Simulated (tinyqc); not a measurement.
Two-dimensional dopant profile at a mask edge: lateral junction, overlap and effective channel length. From one set of inputs to another, one input at a time. Computed by tinyqc, a small Python program. Command: `OMP_NUM_THREADS=1 python tinyqc.py 3019419 3019420 out.jsonl lateral ladder`. One thread of a shared host (Intel(R) Xeon(R) Processor @ 2.30GHz), about 0.02 s of CPU time with the checks.

Ions enter for y < 0; the mask (spacer, then gate) covers y > 0. x is the depth. The surface reflects dopant during the anneal.

The inputs printed are set A. Inputs not listed in the table keep their values of set A, so the rows need not describe a real material.

Inputs (values chosen for the exercise, modelled on a source-drain extension in silicon):

| quantity | value | unit |
|---|---|---|
| dose Q | 4.5e+14 | 1/cm^2 |
| projected range R_p | 13 | nm |
| vertical straggle | 6.1 | nm |
| lateral straggle | 5.8 | nm |
| anneal budget D t | 1.8e-14 | cm^2 |
| channel doping C_B | 4.5e+18 | 1/cm^3 |
| gate length L_g | 170 | nm |
| offset spacer | 8 | nm |
| oxide thickness | 1.7 | nm |

Constants: eps_0 = 8.8541878128e-12 F/m.

Method:
- Widths s_x^2 = (vertical straggle)^2 + 2 D t, s_y^2 = (lateral straggle)^2 + 2 D t. C(x, y) = V(x) (1/2) erfc(y/(sqrt2 s_y)), V(x) = Q/(sqrt(2 pi) s_x) [exp(-(x - R_p)^2/(2 s_x^2)) + exp(-(x + R_p)^2/(2 s_x^2))]; 1 nm = 1e-7 cm.
- The vertical junction far from the mask solves V(x) = C_B.
- The lateral junction at depth x solves C = C_B: y_j(x) = sqrt2 s_y erfc^-1(2 C_B/V(x)). Overlap under the gate = y_j(0) - spacer; metallurgical channel L_met = L_g - 2 overlap (tails from the two sides are not added).
- Abruptness at y_j(0) in nm per decade = ln(10) s_y sqrt(pi/2) exp(u^2) erfc(u), u = y_j/(sqrt2 s_y). Overlap capacitance per width = 3.9 eps_0 overlap/t_ox (zero if there is no overlap).

Each row keeps all changes above it:

| input moved | from | to | lateral junction y_j(0) (nm) | metallurgical channel L_met (nm) | lateral abruptness (nm/decade) |
|---|---|---|---|---|---|
| set A | - | - | 9.313 | 167.37 | 7.166 |
| vertical straggle (nm) | 6.1 | 17 | 11.604 | 162.79 | 6.146 |
| dose Q (1/cm^2) | 4.5e+14 | 2.6e+15 | 15.739 | 154.52 | 4.854 |
| gate length L_g (nm) | 170 | 460 | 15.739 | 444.52 | 4.854 |
| lateral straggle (nm) | 5.8 | 14 | 36.438 | 403.12 | 11.237 |
| anneal budget D t (cm^2) | 1.8e-14 | 2.7e-13 | 40.577 | 394.85 | 12.627 |
| projected range R_p (nm) | 13 | 36 | 30.575 | 414.85 | 15.729 |
| offset spacer (nm) | 8 | 20 | 30.575 | 438.85 | 15.729 |

Where does the difference come from?

Lateral junction y_j(0) goes from 9.31 to 30.6, a factor 3.28 in all. The largest single move comes from lateral straggle (a factor 2.32), and projected range R_p works against it (a factor 0.754). Metallurgical channel L_met goes from 167 to 439, a factor 2.62 in all. The largest single move comes from gate length L_g (a factor 2.88). Lateral abruptness goes from 7.17 to 15.7, a factor 2.20 in all. The largest single move comes from lateral straggle (a factor 2.32), and dose Q works against it (a factor 0.790). The single moves hold for this order of the switches; the total does not depend on the order.

Caution (rows set A, projected range R_p, offset spacer): the profile peaks below the surface, where the junction reaches further under the gate than y_j(0); the overlap given is the one at the surface. Caution (rows dose Q, gate length L_g, lateral straggle, anneal budget D t, projected range R_p, offset spacer): the peak exceeds usual solubilities, so part of the dose is inactive and diffusion is concentration dependent.

Extremes, crossings and ranges named in words are read from the listed rows.
